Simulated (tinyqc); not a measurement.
# Ballistic Schottky-barrier transistor with a two-dimensional channel, WKB contacts: effects of single changes

Source Fermi level 0, drain Fermi level -Vd. Far from the contacts Ec = pn - psi, and the gate moves psi one to one; the band edges relax as exp(-x/lam) from pn at the source and pn - Vd at the drain; Ev = Ec - Eg. A carrier of energy w inside the channel band meets at a contact a barrier of height D (the contact edge beyond the channel edge): T = 1 for w >= D, else exp(-S), S = 4 lam sqrt(m/C) [sqrt(D - w) - sqrt(w) arctan sqrt((D - w)/w)], C = hbar^2/(2 m0). The two contacts combine as Ts Td/(Ts + Td - Ts Td).

Inputs (values chosen for the exercise); channel values close to those of a tungsten diselenide layer: temperature T = 300 K; band gap Eg = 1.4 eV; barrier for electrons at both contacts pn = 0.51 eV; electron mass mn = 0.37 m0; hole mass mp = 0.38 m0; valleys or subbands g = 2; screening length at the contacts lam = 4.5 nm; drain bias Vd = 0.5 V.

Constants: q = 1.602176634e-19 C, kB = 1.380649e-23 J/K, hbar = 1.054571817e-34 J s, h = 6.62607015e-34 J s, m0 = 9.1093837015e-31 kg, Vt = kB T/q, hbar^2/(2 m0) = 0.0380998212 eV nm^2. Results are converted to the units shown.

Each table varies one quantity; the others keep the values above.

## Barrier height from the temperature dependence

I/W = g (2 q^2/h) int T(w) [N(Es + w) - N(Ed + w)] dw with w the energy of motion along the channel, N(y) = (1/2 pi) sqrt(pi m kB T/C) Fm(-y/kB T), Fm(x) = (1/sqrt(pi)) int_0^infinity u^(-1/2)/(1 + exp(u - x)) du. Electrons: Ds = psi, Dd = psi - Vd, Es = Ec, Ed = Ec + Vd. Holes: Ds = -psi, Dd = Vd - psi, Es = -Ev, Ed = -Ev - Vd. The size of each current is taken; both flow from drain to source and add. The integrals are converged. The apparent barrier is -d ln(I_e/T^1.5)/d(q/kB T), taken between T - 10 K and T + 10 K for the electron current.

Barrier height from the temperature dependence:
```
ps (V)	electrons (uA/um)	Ec (eV)	apparent barrier (eV)
-0.25	9.67e-11	0.760	0.760
-0.18	1.45e-9	0.690	0.690
-0.11	2.17e-8	0.620	0.620
-0.04	3.26e-7	0.550	0.550
0	1.53e-6	0.510	0.510
0.1	4.84e-6	0.410	0.475
0.17	9.69e-6	0.340	0.448
0.24	2.00e-5	0.270	0.418
0.31	4.33e-5	0.200	0.384
0.38	9.88e-5	0.130	0.346
0.45	2.37e-4	0.060	0.304
```

Read the table: what changes, and by how much?

For psi < 0 the channel edge is the highest point, and the apparent barrier follows Ec one to one (0.760 eV against 0.760). At flat band it is 0.510 eV (psi = 0 V), near pn = 0.51 eV. Beyond, the top stays at pn but tunnelling lowers the apparent value to 0.304 eV in the last row, so only the point where the line bends gives the true barrier.

## Ambipolar transfer curve

Same model as above.

Swing = d(psi)/d(log10 I).

Ambipolar transfer curve:
```
ps (V)	electrons (uA/um)	holes (uA/um)	I (uA/um)	swing (mV/decade)
-0.71	1.811e-18	1.591e-5	1.591e-5	-134.2
-0.59	1.879e-16	1.943e-6	1.943e-6	-130.5
-0.46	2.869e-14	2.025e-7	2.025e-7	-135.1
-0.34	2.976e-12	2.752e-8	2.752e-8	-142.1
-0.21	4.545e-10	3.573e-9	4.027e-9	-253.0
-0.09	4.715e-8	6.154e-10	4.776e-8	60.59
0.04	2.634e-6	1.066e-10	2.634e-6	214.0
0.16	8.761e-6	2.467e-11	8.761e-6	229.6
0.29	3.459e-5	5.978e-12	3.459e-5	205.9
0.41	1.429e-4	1.819e-12	1.429e-4	184.7
0.54	7.885e-4	1.366e-13	7.885e-4	167.0
0.66	0.004364	1.317e-15	0.004364	158.0
```

I goes from 1.59e-5 through a minimum of 4.03e-9 (at ps = -0.21 V among the rows listed) to 0.00436 uA/um; the exact minimum lies at psi = -0.189 V. Holes carry the left branch and electrons the right. The ratio of the last row to the smallest is 1.08e6 and of the first row 3950, with barriers of 0.51 eV for electrons and 0.890 eV for holes. The steepest swing among the rows is 60.6 mV/decade, against the thermionic limit 59.5.

Range of the model: No scattering, image-force lowering, channel charge or band-to-band tunnelling; parabolic kappa overstates S deep in the gap.

Computed by the program tinyqc: `OMP_NUM_THREADS=1 python tinyqc.py 2390031 2390032 out.jsonl`, one thread of a shared Intel Xeon 2.30GHz, about 0.2 s for the whole run.
